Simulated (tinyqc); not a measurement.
# Worked calculation: double-gate transistor below threshold, two-dimensional Poisson equation on a small mesh

Computed by the program tinyqc: `OMP_NUM_THREADS=1 python tinyqc.py 2480001 2480002 out.jsonl`, one thread of a shared Intel Xeon 2.30GHz, about 0.09 s for the whole run. Printed values are rounded.

Half of a symmetric double-gate structure: row 0 is the mid-plane of the body, where the normal field vanishes. Mobile charge is neglected (subthreshold), the body is fully depleted, and potentials are counted from the intrinsic level; rows run upward to the gate, columns from source to drain.

Inputs (values chosen for the exercise); semiconductor permittivity close to that of silicon:
- T = 300 K (temperature)
- eps_r = 11.7 (relative permittivity of the semiconductor)
- eox = 7.5 (relative permittivity of the insulator)
- tb = 3 nm (half the body thickness)
- tox = 3.2 nm (insulator thickness)
- L = 21 nm (channel length)
- Na = 1.2e18 cm^-3 (acceptor density of the depleted body)
- Vbi = 0.53 V (potential of the source)
- Vfb = -0.07 V (gate offset)
- Vg = 0 V (gate voltage)
- Vd = 1 V (drain voltage)

Constants: q = 1.602176634e-19 C, kB = 1.380649e-23 J/K, Vt = kB T/q, eps0 = 8.8541878128e-14 F/cm where lengths are in cm. Results are converted to the units shown.

## Coefficients of the five-point equations

Mesh: rows i = 0..2 in the semiconductor (step hs = tb/2, row 2 on the interface), then 1 step(s) ho = tox/1 up to the gate row 3; columns j = 0..5 (step hy = L/5). Box integration, divided by eps0: up_i = eps hy/h of the interval above row i, dn_i = that of the interval below (0 for row 0), lat_i = (sum of eps h/2 over the intervals above and below)/hy, s_i = -q Na w_i hy/eps0 with w_i the semiconductor height of the box (hs/2 for row 0 and the interface row, hs between, 0 in the insulator). Each free node obeys (up + dn + 2 lat) psi = up psi(above) + dn psi(below) + lat [psi(left) + psi(right)] + s.

```
row       up     dn      lat       s (V)
0      32.76      0  2.08929  -0.0683996
1      32.76  32.76  4.17857   -0.136799
2    9.84375  32.76  4.94643  -0.0683996
```

## Iteration 1: over-relaxation sweep (omega = 1.2)

psi at the start (fixed values on the edges, free nodes at the gate value) (V):
```
           j=0      j=1      j=2      j=3      j=4      j=5
row 0  0.53000  0.07000  0.07000  0.07000  0.07000  1.53000
row 1  0.53000  0.07000  0.07000  0.07000  0.07000  1.53000
row 2  0.53000  0.07000  0.07000  0.07000  0.07000  1.53000
row 3  0.07000  0.07000  0.07000  0.07000  0.07000  0.07000
```

Free nodes: rows 0..2, columns 1..4, taken row by row from row 0, left to right. t = (up psi(above) + dn psi(below) + lat [psi(left) + psi(right)] + s)/(up + dn + 2 lat), with the newest neighbours; psi(new) = psi + 1.2 (t - psi).

psi after iteration 1 (V):
```
           j=0      j=1      j=2      j=3      j=4      j=5
row 0  0.53000  0.09900  0.06975  0.06776  0.16672  1.53000
row 1  0.53000  0.11443  0.07066  0.06663  0.21811  1.53000
row 2  0.53000  0.15372  0.07840  0.06686  0.34408  1.53000
row 3  0.07000  0.07000  0.07000  0.07000  0.07000  0.07000
```

## Iteration 2: over-relaxation sweep (omega = 1.2)

As before.

psi after iteration 2 (V):
```
           j=0      j=1      j=2      j=3      j=4      j=5
row 0  0.53000  0.14047  0.07316  0.07142  0.30525  1.53000
row 1  0.53000  0.17221  0.08050  0.07830  0.40884  1.53000
row 2  0.53000  0.18119  0.08684  0.10818  0.43676  1.53000
row 3  0.07000  0.07000  0.07000  0.07000  0.07000  0.07000
```

## Course of the iteration: over-relaxation sweep (omega = 1.2)

Stop when the largest change of psi is below 1e-7 V, or after 400 iterations. Fixed values: gate row Vg - Vfb; column 0 at Vbi and the last column at Vbi + Vd in the semiconductor, each running linearly to Vg - Vfb across the insulator.

Course of the iteration:
```
iteration  psi at row 0, j = 2 (V)  largest |change| of one entry (V)
1                        0.0697462                              0.274
2                        0.0731606                              0.191
3                        0.0868303                              0.177
4                         0.100846                             0.0838
5                         0.121038                             0.0524
6                         0.141929                             0.0401
7                         0.162036                             0.0305
8                         0.179572                             0.0231
9                         0.194267                             0.0174
...                            ...                                ...
49                        0.251173                            6.93e-7
50                        0.251173                            5.38e-7
51                        0.251174                            4.17e-7
52                        0.251174                            3.24e-7
53                        0.251174                            2.51e-7
54                        0.251174                            1.95e-7
55                        0.251175                            1.51e-7
56                        0.251175                            1.18e-7
57                        0.251175                            9.12e-8
```

Converged in 57 iterations. At the end each change is about 0.78 times the one before: linear convergence.

## Barrier, swing and barrier lowering

converged psi (V):
```
           j=0      j=1      j=2      j=3      j=4      j=5
row 0  0.53000  0.30328  0.25118  0.36635  0.73304  1.53000
row 1  0.53000  0.29424  0.24259  0.35240  0.70769  1.53000
row 2  0.53000  0.26588  0.21760  0.31131  0.62695  1.53000
row 3  0.07000  0.07000  0.07000  0.07000  0.07000  0.07000
```

d psi/dVg on row 0: j=0 0.000000, j=1 0.512145, j=2 0.722908, j=3 0.722908, j=4 0.512145, j=5 0.000000
d psi/dVd on row 0: j=0 0.00000, j=1 0.02905, j=2 0.08096, j=3 0.19613, j=4 0.45881, j=5 1.00000

The barrier is read along row 0, the path farthest from the gate. Take the node j of lowest psi: barrier Vbi - psi_j; swing Vt ln 10/(d psi_j/dVg); DIBL = (d psi_j/dVd)/(d psi_j/dVg). The derivatives solve the same equations with s = 0 and a unit change of that voltage.

j = 2
barrier = 0.278825 V
swing = 82.3431 mV/decade
DIBL = 111.989 mV/V

A mesh of 12, 8 and 80 steps (semiconductor, insulator, channel) gives a barrier of 0.309 V, a swing of 80.1 mV a decade and a DIBL of 81.8 mV/V; the small mesh puts the barrier 9.8 % below that.
